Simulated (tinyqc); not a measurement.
## Surface potential of a MOS transistor: implicit equation and explicit approximations: accuracy of the approximations against gate voltage

p-type body, charge-sheet picture, depletion and inversion only, full ionisation (an idealisation for deep acceptors), Boltzmann statistics (rough once Na exp(x - xn) passes about Nc/7). In units of Vt: xg = (Vg - Vfb)/Vt, x = psi/Vt, G = gamma/sqrt(Vt), xn = (2 phiF + Vc)/Vt. The implicit equation is (xg - x)^2 = G^2 [x - 1 + exp(x - xn)] for x above about 3. Cox = eps0 eox/tox.

ni = sqrt(Nc Nv) exp(-Eg/(2 Vt)), Eg in volts; phiF = Vt ln(Na/ni); gamma = sqrt(2 q eps0 eps_r Na)/Cox; VT = Vfb + Vt (xn + G sqrt(xn - 1)). Depletion value a = 1 + [sqrt(G^2/4 + xg - 1) - G/2]^2; inversion value b = xn + ln[(xg - xn)^2/G^2 - xn + 1] and first guess y = min(a, b) - ln(1 + exp(-|a - b|)) if a > xn + 1, else b = y = a; one second-order correction with D = exp(y - xn), p = 2 (xg - y) + G^2 (1 + D), w = (xg - y)^2 - G^2 (y - 1 + D): z = y + 2 w/(p + sqrt(p^2 - 2 (2 - G^2 D) w)), or the Newton step z = y + w/p where the root is not real. N_inv = (Cox Vt G/q) [sqrt(x - 1 + exp(x - xn)) - sqrt(x - 1)] at the root. Lambert form (Cox m Vt/q) W0[(G/(2 m sqrt(xn - 1))) exp((Vg - VT)/(m Vt))], m = 1 + G/(2 sqrt(xn - 1)). Errors under 1e-4 mV, and the linear form below VT, are printed as 0.

Inputs (values chosen for the exercise); band and dielectric values close to those of 4H silicon carbide:
- T = 300 K (temperature)
- Eg = 3.26 eV (band gap)
- eps_r = 9.68 (relative permittivity)
- Nc = 1.68e19 cm^-3 (conduction-band density of states at T)
- Nv = 2.54e19 cm^-3 (valence-band density of states at T)
- eox = 3.9 (relative permittivity of the gate insulator (close to silicon dioxide))
- tox = 2.3 nm (insulator thickness)
- Na = 2e18 cm^-3 (acceptor density)
- Vfb = -0.69 V (flat-band voltage)
- Vc = 0 V (channel-body voltage)

Constants: q = 1.602176634e-19 C, kB = 1.380649e-23 J/K, Vt = kB T/q, eps0 = 8.8541878128e-14 F/cm where lengths are in cm. Results are converted to the units shown.

Accuracy of the approximations against gate voltage:

| Vg (V) | psi (V) | x - xn | error of y (mV) | error of z (mV) | N_inv (cm^-2) | Cox (Vg - VT)/q (cm^-2) | Lambert form (cm^-2) |
|---|---|---|---|---|---|---|---|
| 2.92 | 2.789 | -13.53 | 0 | 0 | 4.763e4 | 0 | 4.271e4 |
| 3.12 | 2.964 | -6.785 | 3.68e-3 | 0 | 3.943e7 | 0 | 3.784e7 |
| 3.32 | 3.136 | -0.1190 | 2.81 | -5.90e-4 | 3.004e10 | 0 | 3.008e10 |
| 3.52 | 3.227 | 3.388 | 17.2 | -2.42 | 9.365e11 | 1.871e12 | 9.507e11 |
| 3.72 | 3.255 | 4.466 | 11.5 | -0.554 | 2.514e12 | 3.745e12 | 2.552e12 |
| 3.92 | 3.270 | 5.071 | 8.68 | -0.210 | 4.221e12 | 5.620e12 | 4.283e12 |
| 4.12 | 3.281 | 5.501 | 7.12 | -0.110 | 5.977e12 | 7.494e12 | 6.062e12 |
| 4.32 | 3.290 | 5.838 | 6.13 | -0.0681 | 7.758e12 | 9.368e12 | 7.864e12 |
| 4.52 | 3.297 | 6.118 | 5.43 | -0.0463 | 9.555e12 | 1.124e13 | 9.681e12 |

psi rises from 2.79 to 3.30 V and ends 6.1 Vt above 2 phiF + Vc. Among the rows the first guess is off by at most 17 mV (at Vg = 3.52 V) and the corrected value by at most 2.4 mV. In the last row the linear form is 18 % above N_inv and the Lambert form 1.3 % above it; in the first row the Lambert form is 10 % below it. For Vg = 3.52, 3.72, 3.92, 4.12, 4.32, 4.52 the electron quasi-Fermi level lies less than 2 Vt below the band edge at the surface, or above it, where degeneracy and confinement, left out, matter.

Program tinyqc, `OMP_NUM_THREADS=1 python tinyqc.py 2122231 2122232 out.jsonl`; Intel Xeon 2.30GHz, shared host, one thread, about 0.01 s.
